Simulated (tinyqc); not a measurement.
Worked calculation: CCSD on RHF in the 6-311g basis, for H2, spin multiplicity 1. Computed by tinyqc, a small Python program that keeps every step (integrals from PySCF). Settings: charge = 0, multiplicity = 1, basis = 6-311g, method = RHF, energy threshold = 1e-10, iteration cap = 53, orthogonalisation = canonical, start = Wolfsberg-Helmholz matrix, DIIS depth = 6, amplitude equations = CCSD, DIIS depth for amplitudes = 4, cap on updates = 85. Command: `OMP_NUM_THREADS=1 python tinyqc.py 25184 25185 out.jsonl` (the two numbers bound the seeds that draw the settings). One thread of a shared host (Intel(R) Xeon(R) Processor @ 2.60GHz), about 0.2 s of CPU time with the checks. The early iterations of the SCF are left out here.

## One-electron integrals

Geometry (angstrom):

| atom | x | y | z |
|---|---|---|---|
| H | 0.000000 | 0.000000 | 0.000000 |
| H | 0.000000 | 0.000000 | 0.632000 |

Basis 6-311g: exponents (1/bohr^2) and contraction coefficients of normalised primitives:

| element | l (shell) | exponent | coefficient |
|---|---|---|---|
| H | s (1) | 33.865000 | 0.025494 |
| H | s (1) | 5.094790 | 0.190373 |
| H | s (1) | 1.158790 | 0.852161 |
| H | s (2) | 0.325840 | 1.000000 |
| H | s (3) | 0.102741 | 1.000000 |

Overlap, kinetic and nuclear-attraction integrals over the contracted functions; the nuclear repulsion is the sum of Za Zb / Rab.

nuclear repulsion = 0.83730571 hartree

overlap S, lower triangle:
```
          1H 1s     1H 2s     1H 3s     2H 1s     2H 2s     2H 3s
1H 1s  1.000000
1H 2s  0.706377  1.000000
1H 3s  0.373664  0.788963  1.000000
2H 1s  0.378445  0.488222  0.326374  1.000000
2H 2s  0.488222  0.792642  0.705780  0.706377  1.000000
2H 3s  0.326374  0.705780  0.929347  0.373664  0.788963  1.000000
```

kinetic energy T (hartree), lower triangle:
```
          1H 1s     1H 2s     1H 3s     2H 1s     2H 2s     2H 3s
1H 1s  2.304348
1H 2s  0.549119  0.488760
1H 3s  0.106346  0.184881  0.154112
2H 1s  0.253547  0.285476  0.084502  2.304348
2H 2s  0.285476  0.327393  0.153104  0.549119  0.488760
2H 3s  0.084502  0.153104  0.136227  0.106346  0.184881  0.154112
```

nuclear attraction V (hartree), lower triangle:
```
           1H 1s      1H 2s      1H 3s      2H 1s      2H 2s      2H 3s
1H 1s  -2.942237
1H 2s  -1.630899  -1.603580
1H 3s  -0.811171  -1.065815  -0.977123
2H 1s  -1.077481  -1.171937  -0.721623  -2.942237
2H 2s  -1.171937  -1.339568  -0.981276  -1.630899  -1.603580
2H 3s  -0.721623  -0.981276  -0.927995  -0.811171  -1.065815  -0.977123
```

core Hamiltonian H = T + V (hartree), lower triangle:
```
           1H 1s      1H 2s      1H 3s      2H 1s      2H 2s      2H 3s
1H 1s  -0.637889
1H 2s  -1.081780  -1.114820
1H 3s  -0.704825  -0.880934  -0.823012
2H 1s  -0.823934  -0.886461  -0.637121  -0.637889
2H 2s  -0.886461  -1.012175  -0.828171  -1.081780  -1.114820
2H 3s  -0.637121  -0.828171  -0.791768  -0.704825  -0.880934  -0.823012
```

## Two-electron integrals

Functions are numbered as in S; the eight-fold symmetry (ij|kl) = (ji|kl) = (kl|ij) leaves the list below.

Two-electron integrals (ij|kl) in chemists' order, unique and non-zero (hartree):
```
(11|11) 1.393035   (21|11) 0.822971   (21|21) 0.509703   (22|11) 0.822904
(22|21) 0.543028   (22|22) 0.644106   (31|11) 0.411256   (31|21) 0.257757
(31|22) 0.279868   (31|31) 0.130794   (32|11) 0.543681   (32|21) 0.365771
(32|22) 0.452669   (32|31) 0.189803   (32|32) 0.325140   (33|11) 0.494021
(33|21) 0.340115   (33|22) 0.445993   (33|31) 0.178035   (33|32) 0.331779
(33|33) 0.361682   (41|11) 0.430486   (41|21) 0.268933   (41|22) 0.289284
(41|31) 0.136270   (41|32) 0.195273   (41|33) 0.181943   (41|41) 0.181185
(42|11) 0.422918   (42|21) 0.279051   (42|22) 0.328145   (42|31) 0.143692
(42|32) 0.228970   (42|33) 0.222697   (42|41) 0.198352   (42|42) 0.241997
(43|11) 0.255201   (43|21) 0.170773   (43|22) 0.206718   (43|31) 0.088363
(43|32) 0.146175   (43|33) 0.144930   (43|41) 0.122119   (43|42) 0.154257
(43|43) 0.099712   (44|11) 0.797977   (44|21) 0.538904   (44|22) 0.654355
(44|31) 0.279286   (44|32) 0.460788   (44|33) 0.452446   (44|41) 0.430486
(44|42) 0.555892   (44|43) 0.358184   (44|44) 1.393035   (51|11) 0.555892
(51|21) 0.346005   (51|22) 0.371499   (51|31) 0.175222   (51|32) 0.250916
(51|33) 0.234119   (51|41) 0.198352   (51|42) 0.211039   (51|43) 0.129761
(51|44) 0.422918   (51|51) 0.241997   (52|11) 0.613141   (52|21) 0.407722
(52|22) 0.491442   (52|31) 0.210688   (52|32) 0.348076   (52|33) 0.347056
(52|41) 0.243295   (52|42) 0.291298   (52|43) 0.186584   (52|44) 0.613141
(52|51) 0.291298   (52|52) 0.404679   (53|11) 0.440720   (53|21) 0.299119
(53|22) 0.377920   (53|31) 0.155717   (53|32) 0.274601   (53|33) 0.285848
(53|41) 0.180142   (53|42) 0.225882   (53|43) 0.147662   (53|44) 0.481439
(53|51) 0.215124   (53|52) 0.318322   (53|53) 0.260193   (54|11) 0.538904
(54|21) 0.362872   (54|22) 0.443403   (54|31) 0.188103   (54|32) 0.314480
(54|33) 0.312817   (54|41) 0.268933   (54|42) 0.346005   (54|43) 0.224622
(54|44) 0.822971   (54|51) 0.279051   (54|52) 0.407722   (54|53) 0.324201
(54|54) 0.509703   (55|11) 0.654355   (55|21) 0.443403   (55|22) 0.556822
(55|31) 0.230652   (55|32) 0.402676   (55|33) 0.414967   (55|41) 0.289284
(55|42) 0.371499   (55|43) 0.244119   (55|44) 0.822904   (55|51) 0.328145
(55|52) 0.491442   (55|53) 0.402100   (55|54) 0.543028   (55|55) 0.644106
(61|11) 0.358184   (61|21) 0.224622   (61|22) 0.244119   (61|31) 0.114000
(61|32) 0.165616   (61|33) 0.155418   (61|41) 0.122119   (61|42) 0.129761
(61|43) 0.079911   (61|44) 0.255201   (61|51) 0.154257   (61|52) 0.186584
(61|53) 0.138161   (61|54) 0.170773   (61|55) 0.206718   (61|61) 0.099712
(62|11) 0.481439   (62|21) 0.324201   (62|22) 0.402100   (62|31) 0.168289
(62|32) 0.289165   (62|33) 0.295676   (62|41) 0.180142   (62|42) 0.215124
(62|43) 0.138161   (62|44) 0.440720   (62|51) 0.225882   (62|52) 0.318322
(62|53) 0.253184   (62|54) 0.299119   (62|55) 0.377920   (62|61) 0.147662
(62|62) 0.260193   (63|11) 0.448862   (63|21) 0.309371   (63|22) 0.406912
(63|31) 0.162013   (63|32) 0.303322   (63|33) 0.332068   (63|41) 0.172897
(63|42) 0.216716   (63|43) 0.142333   (63|44) 0.448862   (63|51) 0.216716
(63|52) 0.328536   (63|53) 0.274600   (63|54) 0.309371   (63|55) 0.406912
(63|61) 0.142333   (63|62) 0.274600   (63|63) 0.312380   (64|11) 0.279286
(64|21) 0.188103   (64|22) 0.230652   (64|31) 0.097543   (64|32) 0.164052
(64|33) 0.164019   (64|41) 0.136270   (64|42) 0.175222   (64|43) 0.114000
(64|44) 0.411256   (64|51) 0.143692   (64|52) 0.210688   (64|53) 0.168289
(64|54) 0.257757   (64|55) 0.279868   (64|61) 0.088363   (64|62) 0.155717
(64|63) 0.162013   (64|64) 0.130794   (65|11) 0.460788   (65|21) 0.314480
(65|22) 0.402676   (65|31) 0.164052   (65|32) 0.294842   (65|33) 0.311113
(65|41) 0.195273   (65|42) 0.250916   (65|43) 0.165616   (65|44) 0.543681
(65|51) 0.228970   (65|52) 0.348076   (65|53) 0.289165   (65|54) 0.365771
(65|55) 0.452669   (65|61) 0.146175   (65|62) 0.274601   (65|63) 0.303322
(65|64) 0.189803   (65|65) 0.325140   (66|11) 0.452446   (66|21) 0.312817
(66|22) 0.414967   (66|31) 0.164019   (66|32) 0.311113   (66|33) 0.344765
(66|41) 0.181943   (66|42) 0.234119   (66|43) 0.155418   (66|44) 0.494021
(66|51) 0.222697   (66|52) 0.347056   (66|53) 0.295676   (66|54) 0.340115
(66|55) 0.445993   (66|61) 0.144930   (66|62) 0.285848   (66|63) 0.332068
(66|64) 0.178035   (66|65) 0.331779   (66|66) 0.361682
```

## Orthogonalisation

S = U s U^T; canonical form X = U s^(-1/2), so that X^T S X = 1. Each column of U has its largest component positive (the first on a tie).

eigenvalues of S: 0.024709  0.150553  0.150622  0.724236  0.915215  4.034666

X:
```
               1          2          3          4          5         6
1H 1s   0.581574  -0.876267  -0.725644   0.754542   0.554906  0.159456
1H 2s  -2.405423   1.376356   1.354137   0.334093   0.068146  0.228440
1H 3s   3.756477  -0.811718   0.979452   0.097116  -0.483483  0.215209
2H 1s  -0.581574  -0.876267   0.725644  -0.754542   0.554906  0.159456
2H 2s   2.405423   1.376356  -1.354137  -0.334093   0.068146  0.228440
2H 3s  -3.756477  -0.811718  -0.979452  -0.097116  -0.483483  0.215209
```

## Starting guess

The start is the generalised Wolfsberg-Helmholz matrix (K = 1.75) built on H; D = 2 C_occ C_occ^T.

D at the start, lower triangle:
```
           1H 1s      1H 2s      1H 3s      2H 1s     2H 2s     2H 3s
1H 1s   0.000881
1H 2s  -0.017633   0.353084
1H 3s  -0.005742   0.114987   0.037447
2H 1s   0.000881  -0.017633  -0.005742   0.000881
2H 2s  -0.017633   0.353084   0.114987  -0.017633  0.353084
2H 3s  -0.005742   0.114987   0.037447  -0.005742  0.114987  0.037447
```

## Iteration 6 (converged): orbitals

converged F (hartree), lower triangle:
```
           1H 1s      1H 2s      1H 3s      2H 1s      2H 2s      2H 3s
1H 1s   0.489409
1H 2s  -0.518671  -0.412825
1H 3s  -0.504597  -0.399962  -0.249942
2H 1s  -0.584041  -0.587240  -0.489004   0.489409
2H 2s  -0.587240  -0.511196  -0.416719  -0.518671  -0.412825
2H 3s  -0.489004  -0.416719  -0.263643  -0.504597  -0.399962  -0.249942
```

Diagonalise F' = X^T F X, C = X C', fill 1 alpha and 1 beta electrons from the bottom; D = 2 C_occ C_occ^T. Each column has its largest component positive (the first on a tie).

F' = X^T F X (hartree), lower triangle:
```
           1          2          3         4          5          6
1   1.125550
2   0.000000   1.834904
3  -0.939914   0.000000   1.381242
4   0.515817   0.000000  -0.982477  1.311266
5   0.000000  -0.811163   0.000000  0.000000   0.699667
6   0.000000   0.033176   0.000000  0.000000  -0.170716  -0.606949
```

orbital energies (hartree): MO1 -0.631390, MO2 0.184086, MO3 0.297588, MO4 0.701889, MO5 2.261425, MO6 2.932083

coefficients C:
```
            MO1        MO2        MO3        MO4        MO5        MO6
1H 1s  0.208815   0.071962  -0.054462  -0.080060  -1.026947  -1.192700
1H 2s  0.284756  -0.099324  -0.664430  -2.013897   1.195254   1.914607
1H 3s  0.112116   2.724178   0.830751   2.444707  -0.486046  -1.296974
2H 1s  0.208815  -0.071962  -0.054462   0.080060  -1.026947   1.192700
2H 2s  0.284756   0.099324  -0.664430   2.013897   1.195254  -1.914607
2H 3s  0.112116  -2.724178   0.830751  -2.444707  -0.486046   1.296974
```

D after iteration 6, lower triangle:
```
          1H 1s     1H 2s     1H 3s     2H 1s     2H 2s     2H 3s
1H 1s  0.087208
1H 2s  0.118923  0.162172
1H 3s  0.046823  0.063851  0.025140
2H 1s  0.087208  0.118923  0.046823  0.087208
2H 2s  0.118923  0.162172  0.063851  0.118923  0.162172
2H 3s  0.046823  0.063851  0.025140  0.046823  0.063851  0.025140
```

## Convergence

Stop when the energy changes by less than 1e-10 hartree and every element of the error matrix X^T (F D S - S D F) X is below 3e-06.

Course of the cycle:

| iteration | E (hartree) | change | largest element of the error matrix |
|---|---|---|---|
| 1 | -0.86006294 | - | 7.87e-01 |
| 2 | -1.11552045 | -2.55e-01 | 8.97e-02 |
| 3 | -1.11915964 | -3.64e-03 | 2.28e-03 |
| 4 | -1.11916388 | -4.24e-06 | 3.05e-04 |
| 5 | -1.11916399 | -1.11e-07 | 3.71e-07 |
| 6 | -1.11916399 | -6.71e-14 | 1.54e-07 |

PySCF RHF in the same basis = -1.11916399 hartree

Converged in 6 iterations.

## Populations, bond orders and dipole

Mulliken: Z minus the diagonal of D S on the atom; Loewdin: the same with S^(1/2) D S^(1/2); Mayer order: 2 sum_s sum (D(s) S)_ij (D(s) S)_ji over the two atoms.

Charges (e):

| atom | Mulliken | Loewdin |
|---|---|---|
| 1H | 0 | 0 |
| 2H | 0 | 0 |

Mayer bond orders:

| pair | order |
|---|---|
| 2-1 | 1.000000 |

dipole moment about the origin, x y z (debye): 0.000000  0.000000  0.000000

## Integrals over molecular orbitals

(pq|rs) = sum C_ip C_jq C_kr C_ls (ij|kl), one index at a time.

one-electron integrals over orbitals h = C^T H C (hartree), lower triangle:
```
           1          2          3          4         5         6
1  -1.325080
2   0.000000  -0.454230
3   0.141333   0.000000  -0.384032
4   0.000000   0.204406   0.000000  -0.237571
5   0.120166   0.000000  -0.190211   0.000000  1.032404
6   0.000000   0.016399   0.000000  -0.241996  0.000000  1.560905
```

Two-electron integrals over orbitals (pq|rs), unique and non-zero (hartree):
```
(11|11) 0.693690    (21|21) 0.034869    (22|11) 0.336592    (22|22) 0.291545
(31|11) -0.141333   (31|22) -0.019055   (31|31) 0.054350    (32|21) 0.024463
(32|32) 0.045171    (33|11) 0.367985    (33|22) 0.271038    (33|31) -0.033063
(33|33) 0.282257    (41|21) -0.054325   (41|32) -0.015641   (41|41) 0.104219
(42|11) -0.129365   (42|22) -0.037935   (42|31) 0.032894    (42|33) -0.042167
(42|42) 0.046572    (43|21) 0.020373    (43|32) 0.016555    (43|41) -0.032952
(43|43) 0.018667    (44|11) 0.521839    (44|22) 0.320994    (44|31) -0.079273
(44|33) 0.316765    (44|42) -0.099324   (44|44) 0.452844    (51|11) -0.120166
(51|22) -0.006083   (51|31) 0.058833    (51|33) -0.025545   (51|42) 0.019604
(51|44) -0.053361   (51|51) 0.105597    (52|21) 0.003585    (52|32) 0.000778
(52|41) -0.004206   (52|43) -0.004662   (52|52) 0.008353    (53|11) 0.124522
(53|22) 0.026853    (53|31) -0.041778   (53|33) 0.036315    (53|42) -0.030896
(53|44) 0.074271    (53|51) -0.051431   (53|53) 0.039711    (54|21) -0.009023
(54|32) -0.022827   (54|41) -0.001894   (54|43) 0.001296    (54|52) -0.011640
(54|54) 0.033985    (55|11) 0.667309    (55|22) 0.324463    (55|31) -0.136688
(55|33) 0.359540    (55|42) -0.118072   (55|44) 0.494488    (55|51) -0.142244
(55|53) 0.129534    (55|55) 0.675332    (61|21) -0.027812   (61|32) 0.009729
(61|41) 0.072955    (61|43) -0.029572   (61|52) 0.015761    (61|54) -0.043984
(61|61) 0.111716    (62|11) -0.022105   (62|22) 0.012193    (62|31) 0.017753
(62|33) 0.002159    (62|42) -0.000902   (62|44) -0.002451   (62|51) 0.030667
(62|53) -0.011135   (62|55) -0.028207   (62|62) 0.015658    (63|21) 0.025278
(63|32) 0.003978    (63|41) -0.051347   (63|43) 0.016810    (63|52) -0.002180
(63|54) 0.013472    (63|61) -0.053867   (63|63) 0.033145    (64|11) 0.157475
(64|22) 0.017385    (64|31) -0.061547   (64|33) 0.039707    (64|42) -0.035843
(64|44) 0.088703    (64|51) -0.081566   (64|53) 0.050436    (64|55) 0.163739
(64|62) -0.028457   (64|64) 0.087750    (65|21) 0.061250    (65|32) 0.015575
(65|41) -0.121438   (65|43) 0.045973    (65|52) -0.011694   (65|54) 0.036673
(65|61) -0.139388   (65|63) 0.080975    (65|65) 0.213630    (66|11) 0.741447
(66|22) 0.344432    (66|31) -0.167639   (66|33) 0.375903    (66|42) -0.141050
(66|44) 0.554874    (66|51) -0.197552   (66|53) 0.158169    (66|55) 0.757139
(66|62) -0.044130   (66|64) 0.217518    (66|66) 0.900358
```

## CCSD: starting amplitudes

t_ij^ab = <ij||ab> / (e_i + e_j - e_a - e_b), whose energy is MP2.

Starting amplitudes (spin orbitals 1a, 1b, ...; amplitudes related by a flip of all spins are not repeated):

| from | to | t |
|---|---|---|
| 1a 1b | 4a 4b | -0.039084 |
| 1a 1b | 3a 3b | -0.029252 |
| 1a 1b | 2a 4b | 0.025282 |
| 1a 1b | 2a 2b | -0.021380 |
| 1a 1b | 5a 5b | -0.018252 |
| 1a 1b | 6a 6b | -0.015675 |
| 1a 1b | 3a 5b | -0.015394 |
| 1a 1b | 4a 6b | -0.014899 |
| 1a 1b | 2a 6b | 0.006351 |

correlation energy = -0.01717243 hartree

## CCSD: amplitude update 1

t_i^a D_i^a and t_ij^ab D_ij^ab are set to the remaining terms of the spin-orbital equations, evaluated with the old amplitudes; for the doubles these are <ij||ab> + 1/2 <ab||ef> t_ij^ef + 1/2 <mn||ij> t_mn^ab + P(ij)P(ab) <mb||ej> t_im^ae + terms in t^2 + terms with t1, D the orbital-energy denominators.

Amplitudes after update 1 (spin orbitals 1a, 1b, ...; amplitudes related by a flip of all spins are not repeated):

| from | to | t |
|---|---|---|
| 1a 1b | 4a 4b | -0.051760 |
| 1a 1b | 3a 3b | -0.036256 |
| 1a 1b | 2a 4b | 0.034962 |
| 1a 1b | 2a 2b | -0.028190 |
| 1a 1b | 5a 5b | -0.020599 |
| 1a 1b | 3a 5b | -0.019345 |
| 1a 1b | 4a 6b | -0.018625 |
| 1a 1b | 6a 6b | -0.016453 |
| 1a 1b | 2a 6b | 0.008879 |
| 1a | 5a | -0.002471 |
| 1a | 3a | -0.000124 |

correlation energy = -0.02164664 hartree

## CCSD: amplitude update 2

As before.

Amplitudes after update 2 (spin orbitals 1a, 1b, ...; amplitudes related by a flip of all spins are not repeated):

| from | to | t |
|---|---|---|
| 1a 1b | 4a 4b | -0.055976 |
| 1a 1b | 2a 4b | 0.038478 |
| 1a 1b | 3a 3b | -0.038074 |
| 1a 1b | 2a 2b | -0.030732 |
| 1a 1b | 5a 5b | -0.020872 |
| 1a 1b | 3a 5b | -0.020357 |
| 1a 1b | 4a 6b | -0.019709 |
| 1a 1b | 6a 6b | -0.016230 |
| 1a 1b | 2a 6b | 0.009932 |
| 1a | 5a | -0.003298 |
| 1a | 3a | -0.000047 |

correlation energy = -0.02299476 hartree

## CCSD: amplitude update 3

t_i^a D_i^a and t_ij^ab D_ij^ab are set to the remaining terms of the spin-orbital equations, evaluated with the old amplitudes; for the doubles these are <ij||ab> + 1/2 <ab||ef> t_ij^ef + 1/2 <mn||ij> t_mn^ab + P(ij)P(ab) <mb||ej> t_im^ae + terms in t^2 + terms with t1, D the orbital-energy denominators. DIIS then mixes the stored amplitudes.

DIIS coefficients: -0.527393  1.527393

Amplitudes after update 3 (spin orbitals 1a, 1b, ...; amplitudes related by a flip of all spins are not repeated):

| from | to | t |
|---|---|---|
| 1a 1b | 4a 4b | -0.058135 |
| 1a 1b | 2a 4b | 0.040442 |
| 1a 1b | 3a 3b | -0.038816 |
| 1a 1b | 2a 2b | -0.032228 |
| 1a 1b | 5a 5b | -0.020886 |
| 1a 1b | 3a 5b | -0.020749 |
| 1a 1b | 4a 6b | -0.020220 |
| 1a 1b | 6a 6b | -0.016026 |
| 1a 1b | 2a 6b | 0.010562 |
| 1a | 5a | -0.003650 |
| 1a | 3a | 0.000025 |

correlation energy = -0.02366003 hartree

## CCSD: convergence

E_corr = 1/4 sum <ij||ab> t_ij^ab + 1/2 sum <ij||ab> t_i^a t_j^b; stop when the norm of the change is below 1e-8.

Course of the amplitude iterations:

| update | correlation energy (hartree) | norm of the change |
|---|---|---|
| 0 | -0.01717243 | - |
| 1 | -0.02164664 | 4.58e-02 |
| 2 | -0.02299476 | 1.54e-02 |
| 3 | -0.02366003 | 5.38e-03 |
| 4 | -0.02365235 | 2.59e-04 |
| 5 | -0.02365258 | 1.89e-05 |
| 6 | -0.02365256 | 2.74e-06 |
| 7 | -0.02365256 | 7.96e-07 |
| 8 | -0.02365257 | 1.10e-07 |
| 9 | -0.02365257 | 1.26e-08 |
| 10 | -0.02365257 | 3.12e-09 |

Converged amplitudes (spin orbitals 1a, 1b, ...; amplitudes related by a flip of all spins are not repeated):

| from | to | t |
|---|---|---|
| 1a 1b | 4a 4b | -0.058118 |
| 1a 1b | 2a 4b | 0.040513 |
| 1a 1b | 3a 3b | -0.038724 |
| 1a 1b | 2a 2b | -0.032322 |
| 1a 1b | 5a 5b | -0.020857 |
| 1a 1b | 3a 5b | -0.020694 |
| 1a 1b | 4a 6b | -0.020202 |
| 1a 1b | 6a 6b | -0.016015 |
| 1a 1b | 2a 6b | 0.010594 |
| 1a | 5a | -0.003615 |
| 1a | 3a | 0.000007 |

CCSD total energy = -1.14281656 hartree

T1 diagnostic, norm of the one-spin t1 over sqrt(correlated electrons) = 0.002556

Converged in 10 updates, with DIIS from the third.
